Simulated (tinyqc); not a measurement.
RHF in the sto-3g basis, for BeH+, spin multiplicity 1, step by step. One step of it, computed by the program tinyqc.

Question. Iteration 2: DIIS coefficients. Solve [B -1; -1 0][c; lambda] = [0; -1] for the coefficients, which sum to one.

B (overlaps of the stored error matrices):
```
[[4.8096937e-01, 6.0386191e-02],
 [6.0386191e-02, 9.6406944e-03]]
```

Give: DIIS coefficients.

Answer.

DIIS coefficients: [-0.1372, 1.1372]
